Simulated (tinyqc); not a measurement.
Fully depleted semiconductor-on-insulator film with two gates, non-linear Poisson equation by Newton steps: one step of the calculation.

One dimension across the film, front interface at x = 0, back interface at x = ts. psi is counted from the intrinsic level, n = ni exp(psi/Vt) (source grounded), holes neglected, acceptors ionised. Gates act through Cox = eps0 eox/tox and Cbox = 3.9 eps0/tb with potentials G1 = Vg - (phiM - chi - Vt ln(Nc/ni)) and G2 = Vb - (phiB - chi - Vt ln(Nc/ni)). Classical Boltzmann densities, no interface charge, no depletion in the back plane.

Problem. Density, residual and Jacobian diagonal. Nodes 0 to 10, h = ts/10, box widths w = h (h/2 at both ends), a = eps0 eps_r/h. F_i = a (psi_(i+1) - 2 psi_i + psi_(i-1)) - q w_i (n_i + Na); F_0 = a (psi_1 - psi_0) + Cox (G1 - psi_0) - q w_0 (n_0 + Na); F_10 = a (psi_9 - psi_10) + Cbox (G2 - psi_10) - q w_10 (n_10 + Na). Diagonal b_i = -2 a - q w_i n_i/Vt, with -a - Cox and -a - Cbox in place of -2 a at the ends.

Inputs (values chosen for the exercise); band and dielectric values those of a made-up semiconductor: temperature T = 300 K; relative permittivity of the gate insulator (close to silicon dioxide) eox = 3.9; insulator thickness tox = 2.1 nm; film thickness ts = 13 nm; buried-oxide thickness (eps_r 3.9) tb = 56 nm; acceptor density of the film Na = 1e15 cm^-3.

Constants: q = 1.602176634e-19 C, kB = 1.380649e-23 J/K, Vt = kB T/q, eps0 = 8.8541878128e-14 F/cm where lengths are in cm. Results are converted to the units shown.

psi at the start, node 0 to 10 (V): [0.3, 0.3, 0.3, 0.3, 0.3, 0.3, 0.3, 0.3, 0.3, 0.3, 0.3]
ni = 4.8174066e7 cm^-3
a = 7.5601142 uF/cm^2
G1 = 1.0117260 V
G2 = -0.34827397 V

Find: n; residual F; diagonal b.

Solution.

```
node  n (cm^-3)  residual F (1e-6 C/cm^2)  diagonal b (F/cm^2)
0     5.2795e12                    1.1703           -9.2045e-6
1     5.2795e12                    0.0000           -1.5120e-5
2     5.2795e12                    0.0000           -1.5120e-5
3     5.2795e12                    0.0000           -1.5120e-5
4     5.2795e12                    0.0000           -1.5120e-5
5     5.2795e12                    0.0000           -1.5120e-5
6     5.2795e12                    0.0000           -1.5120e-5
7     5.2795e12                    0.0000           -1.5120e-5
8     5.2795e12                    0.0000           -1.5120e-5
9     5.2795e12                    0.0000           -1.5120e-5
10    5.2795e12                   -0.0400           -7.6218e-6
```

Computed by the program tinyqc: `OMP_NUM_THREADS=1 python tinyqc.py 2190105 2190106 out.jsonl`, one thread of a shared Intel Xeon 2.30GHz, about 0.5 s for the whole run.
